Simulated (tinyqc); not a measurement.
Comparisons within one model: configuration-coordinate model of carrier capture at a defect. A value that a table varies takes the place of the one given here.

Two parabolas of equal curvature k in one coordinate Q: with the carrier free at the band edge, U_f = k Q^2/2; with the carrier trapped, U_t = k (Q - dQ)^2/2 - ET. ER = k dQ^2/2, Huang-Rhys factor S = ER/hw, hw = 0.0646541 sqrt(k/M) eV for k in eV/angstrom^2 and M in u. The curves cross at a height Eb = (ER - ET)^2/(4 ER) above the free minimum.

Multiphonon factor for giving p = ET/hw phonons to the lattice: W = exp(-S (2 nb + 1)) ((nb + 1)/nb)^(p/2) I_p(x), nb = 1/(exp(hw/kT) - 1), x = 2 S sqrt(nb (nb + 1)), I_p the modified Bessel function. Classical limit: W = hw exp(-Eb/kT)/sqrt(4 pi ER kT). At T = 0: exp(-S) S^p/Gamma(p + 1).

Constants: kB = 8.617333262e-05 eV/K.

Inputs chosen for the exercise (of the size met at a DX centre in AlGaAs; shifted at random, so the results belong to these values and not to a real crystal): ET = 0.16 eV (thermal depth of the level below the band edge); ER = 0.72 eV (relaxation energy); hw = 0.012 eV (phonon energy of the mode); T = 350 K (temperature).

## Capture against temperature

The local activation energy is -d ln W/d(1/kT), by central differences with T changed by 1 %.

Against T:
```
T (K)  kT/hw  log10 W  log10 W, classical  activation energy (eV)
40     0.287  -11.029             -14.887                  0.0331
60     0.431   -9.041             -10.402                  0.0627
80     0.574   -7.561              -8.178                  0.0780
120    0.862   -5.784              -5.979                  0.0904
160    1.149   -4.813              -4.899                  0.0942
220    1.580   -3.998              -4.032                  0.0951
300    2.154   -3.421              -3.435                  0.0936
400    2.872   -3.033              -3.040                  0.0903
550    3.950   -2.732              -2.735                  0.0844
```

log10 W at T = 0 = -12.522
Eb = 0.1089 eV

What can be read from the table?

At 40 K log10 W is -11.03, against -12.52 at T = 0 and -14.9 classically; at 550 K the two forms differ by 0.00. The activation energy read from an Arrhenius plot goes from 0.033 eV at 40 K to 0.084 at 550 K, with its largest value 0.095 at 220 K, against Eb = 0.109 eV; the classical form itself gives Eb - kT/2. A measured slope therefore understates the barrier.

## Capture against depth of the level

ET is varied at fixed ER, hw and T, as by moving the band edge with alloying or pressure.

Against ET:
```
ET/ER  ET (eV)  Eb (eV)  log10 W  log10 W, classical
0.10     0.072   0.1458   -3.728              -3.738
0.25     0.180   0.1013   -3.088              -3.097
0.50     0.360   0.0450   -2.281              -2.287
0.75     0.540   0.0112   -1.800              -1.801
1.00     0.720   0.0000   -1.641              -1.639
1.25     0.900   0.0112   -1.803              -1.801
1.50     1.080   0.0450   -2.282              -2.287
2.00     1.440   0.1800   -4.172              -4.231
3.00     2.160   0.7200  -11.544             -12.006
```

How do the results move?

Capture is fastest at ET/ER = 1 among these rows, where the barrier vanishes or nearly so. The classical form is symmetric about ET = ER; the quantum one gives -2.28 at 0.5 and -2.28 at 1.5, against -2.29 for both. At ET = 3 ER it lies 0.5 decades above the classical value: deep levels capture by emitting many phonons, and the rate falls with depth by 10.2 decades per eV between the last two rows. Rows deeper than the gap of the host are formal.

## What each parameter does

Eb, log10 W and the full width 2.35482 sqrt(ER hw coth(hw/2kT)). Each row changes one parameter from the base and keeps the others.

Results:
```
case            Eb (eV)  log10 W  full width (eV)
base             0.1089   -3.198           0.4940
ET = 0.2 eV      0.0939   -2.982           0.4940
ER = 0.77 eV     0.1208   -3.383           0.5108
hw = 0.0144 eV   0.1089   -3.115           0.4954
T = 380 K        0.1089   -3.094           0.5142
```

How do the results move?

The largest shifts from the base row, up to three for each result and ties (the steps differ in size, so this ranks the rows, not the parameters). Eb (eV): ET -0.0150, ER +0.0119; unchanged at the printed digits by hw and T. log10 W: ET +0.215, ER -0.186, T +0.104. full width (eV): T +0.0202, ER +0.0169, hw +0.0014; unchanged at the printed digits by ET.

tinyqc: `OMP_NUM_THREADS=1 python tinyqc.py 1452616 1452617 out.jsonl`; about 0.01 s, one thread, shared Intel(R) Xeon(R) Processor @ 2.30GHz.
